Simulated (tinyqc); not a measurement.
Free and trapped electrons in a MOS channel with a dense trap tail: one step of the calculation.

p-type body, charge-sheet picture, full ionisation (an idealisation for deep acceptors), Boltzmann statistics for free electrons. e = Ec - EF at the surface. Acceptor-like traps of density D(E) = D0 + De exp(-E/Ew) at depth E below Ec, from 0 to Eu, hold n_t = integral of D(E)/(1 + exp((e - E)/Vt)). psi = Eg - Vt ln(Nv/Na) - e; N_dep = sqrt(2 eps0 eps_r Na (psi - Vt)/q); n_f = sqrt(N_dep^2 + 2 eps0 eps_r Vt Nc exp(-e/Vt)/q) - N_dep; Vg = Vfb + psi + q (N_dep + n_t + n_f)/Cox, Cox = eps0 eox/tox.

Task. Trapped charge. Trapezoid rule on 13 equal steps from 0 to Eu, f = 1/(1 + exp((e - E)/Vt)).

Values chosen for this exercise; band and dielectric values close to those of silicon:
- T = 300 K (temperature)
- D0 = 3.5e10 cm^-2 eV^-1 (constant background density of acceptor-like traps)
- De = 6.2e12 cm^-2 eV^-1 (density of the tail at the conduction edge)
- Ew = 0.11 eV (decay energy of the tail)
- Eu = 0.79 eV (depth below Ec down to which the traps reach)
- e = 0.152 eV (Ec - EF at the surface)

Constants: q = 1.602176634e-19 C, kB = 1.380649e-23 J/K, Vt = kB T/q. Results are converted to the units shown.

Give: E; D(E) f; n_t.

Result.

```
point    E (eV)  D(E) f (cm^-2 eV^-1)
0             0             1.7383e10
1      0.060769             1.0269e11
2       0.12154             4.9160e11
3       0.18231             9.2926e11
4       0.24308             6.9478e11
5       0.30385             4.2534e11
6       0.36462             2.6027e11
7       0.42538             1.6469e11
8       0.48615             1.0964e11
9       0.54692             7.7960e10
10      0.60769             5.9725e10
11      0.66846             4.9230e10
12      0.72923             4.3190e10
13      0.79000             3.9714e10
```

n_t = 2.0886e11 cm^-2

Computed by the program tinyqc: `OMP_NUM_THREADS=1 python tinyqc.py 2222223 2222224 out.jsonl`, one thread of a shared Intel Xeon 2.30GHz, about 0.02 s for the whole run.
